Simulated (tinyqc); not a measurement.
Short-channel transistor, virtual-source model with series resistance: one step of the calculation.

The current per gate width is the charge at the top of the source barrier (the virtual source) times its velocity times a saturation function; al and be are fitting constants of the model. Units: I in uA/um, Rs in ohm um, so I Rs = 1e-6 I Rs in volts; Q in uC/cm^2, so I = 1e-4 Q vx0 Fsat with vx0 in cm/s.

Task. What the series resistance costs. Intrinsic voltages Vg' = Vgs - I Rs, Vd' = Vds - 2 I Rs. n = n0 + nd Vd', VT = VT0 - dl Vd', Ff = 1/(1 + exp((Vg' - VT + al Vt/2)/(al Vt))), Q = Cinv n Vt ln(1 + exp((Vg' - VT + al Vt Ff)/(n Vt))), Vdsat = (vx0 L/mu)(1 - Ff) + Vt Ff, Fsat = u/(1 + u^be)^(1/be) with u = Vd'/Vdsat, and I = Q vx0 Fsat per width. I0 is the current for Rs = 0. Effective velocity I/Q; transit time L Q/I.

Values chosen for this exercise:
```
symbol,value,unit,meaning
T,300,K,temperature
Cinv,3.93,uF/cm^2,inversion capacitance
vx0,9.49e6,cm/s,velocity at the virtual source
mu,430,cm^2/(V s),apparent mobility
L,25,nm,channel length
VT0,0.48,V,threshold at zero drain voltage
dl,0.195,V/V,drain-induced barrier lowering
n0,1.51,,subthreshold factor
nd,0.2,1/V,growth of n with drain voltage
al,3.5,,threshold shift (in units of Vt) from weak to strong inversion
be,1.4,,sharpness of saturation
Rs,70,ohm um,series resistance of each contact
Vgs,0.74,V,gate voltage
Vds,0.05,V,drain voltage
```

Constants: q = 1.602176634e-19 C, kB = 1.380649e-23 J/K, Vt = kB T/q. Results are converted to the units shown.

converged I = 243.46745 uA/um
I0 = 593.68810 uA/um

Give: loss against I0; effective velocity; transit time.

Result.

loss against I0 = 58.99 %
effective velocity = 2.482e6 cm/s
transit time = 1.007 ps

tinyqc, about 0.01 s, one thread, Intel Xeon 2.30GHz (shared host): `OMP_NUM_THREADS=1 python tinyqc.py 2380064 2380065 out.jsonl`
